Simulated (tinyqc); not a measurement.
# Joule-heated wire on a substrate, fin equation: several studies

A wire of length L loses heat along itself to two contacts and sideways to the substrate: kap A theta'' - g theta + p = 0 with theta = T - T0 and p = p0. The ends are held at T0. Constant conductivity, diffusive heat flow.

Inputs (values chosen for the exercise):
```
symbol  value     unit                                  meaning
kap        90  W/(m K)              conductivity along the wire
A         180     nm^2                            cross-section
g        0.31  W/(m K)  conductance per length to the substrate
L        1800       nm              length between the contacts
Rc          0     K/uW       thermal resistance of each contact
p0      0.026    uW/nm                       heating per length
```

Each table varies one quantity; the others keep the values above.

## Effect of the cross-section

The equation is solved on 800 equal steps and the peak is the largest node value. LH = sqrt(kap A/g); the share is the integral of g theta over that of p.

Result of one run:
```
A (nm^2)  LH (nm)   L/LH  peak theta (K)  peak/(p0/g)  share to the substrate (%)
1400        637.5  2.823           45.28       0.5399                       37.11
```

What becomes of these results when the cross-section A is changed from 1400 to 180 nm^2, all else the same?

Result of the changed run:
```
A (nm^2)  LH (nm)   L/LH  peak theta (K)  peak/(p0/g)  share to the substrate (%)
180         228.6  7.874           80.60       0.9610                       74.62
```

The whole series:
```
A (nm^2)  LH (nm)   L/LH  peak theta (K)  peak/(p0/g)  share to the substrate (%)
22          79.92  22.52           83.87        1.000                       91.12
45          114.3  15.75           83.81       0.9992                       87.30
90          161.6  11.14           83.23       0.9924                       82.04
180         228.6  7.874           80.60       0.9610                       74.62
360         323.3  5.568           73.54       0.8769                       64.35
720         457.2  3.937           60.89       0.7260                       51.14
1400        637.5  2.823           45.28       0.5399                       37.11
```

As A goes from 22 to 1400 nm^2, the peak theta falls from 83.9 to 45.3 K and the share of heat to the substrate falls from 91.1 to 37.1 %; L/LH goes from 23 to 2.8. Where L/LH is smallest the peak reaches 0.54 of p0/g, where it is largest 1.0: contacts cool the wire only within a few healing lengths.

## Effect of the conductance per length to the substrate

Same model as above.

Effect of the conductance per length to the substrate:
```
g (W/(m K))  LH (nm)   L/LH  peak theta (K)  peak/(p0/g)  share to the substrate (%)
0.031          722.9  2.490           392.7       0.4682                       31.98
0.067          491.7  3.661           266.7       0.6873                       48.10
0.14           340.2  5.292           159.5       0.8588                       62.58
0.31           228.6  7.874           80.60       0.9610                       74.62
0.67           155.5  11.58           38.57       0.9939                       82.72
1.4            107.6  16.73           18.56       0.9995                       88.05
3.1            72.29  24.90           8.387        1.000                       91.97
```

What does the table show?

As g goes from 0.031 to 3.1 W/(m K), the peak theta falls from 393 to 8.39 K and the share of heat to the substrate rises from 32.0 to 92.0 %; L/LH goes from 2.5 to 25. Where L/LH is smallest the peak reaches 0.47 of p0/g, where it is largest 1.0: contacts cool the wire only within a few healing lengths. For g = 0.031 to 0.067 W/(m K) the rise passes 200 K, so constant kap and g are doubtful.

## Effect of the length between the contacts

Same model as above.

The same in every row: LH (nm) = 228.6.

Effect of the length between the contacts:
```
L (nm)    L/LH  peak theta (K)  peak/(p0/g)  share to the substrate (%)
110     0.4812           2.370      0.02826                       1.886
180     0.7874           6.105      0.07279                       4.865
300      1.312           15.30       0.1824                       12.25
480      2.100           31.57       0.3764                       25.54
770      3.368           53.77       0.6412                       44.58
1200     5.249           71.78       0.8558                       62.30
2000     8.749           81.76       0.9748                       77.15
3200     14.00           83.72       0.9982                       85.71
```

What does the table show?

As L goes from 110 to 3200 nm, the peak theta rises from 2.37 to 83.7 K and the share of heat to the substrate rises from 1.89 to 85.7 %; L/LH goes from 0.48 to 14. Where L/LH is smallest the peak reaches 0.028 of p0/g, where it is largest 1.0: contacts cool the wire only within a few healing lengths.

Computed by the program tinyqc: `OMP_NUM_THREADS=1 python tinyqc.py 2520146 2520147 out.jsonl`, one thread of a shared Intel Xeon 2.30GHz, about 0.01 s for the whole run.
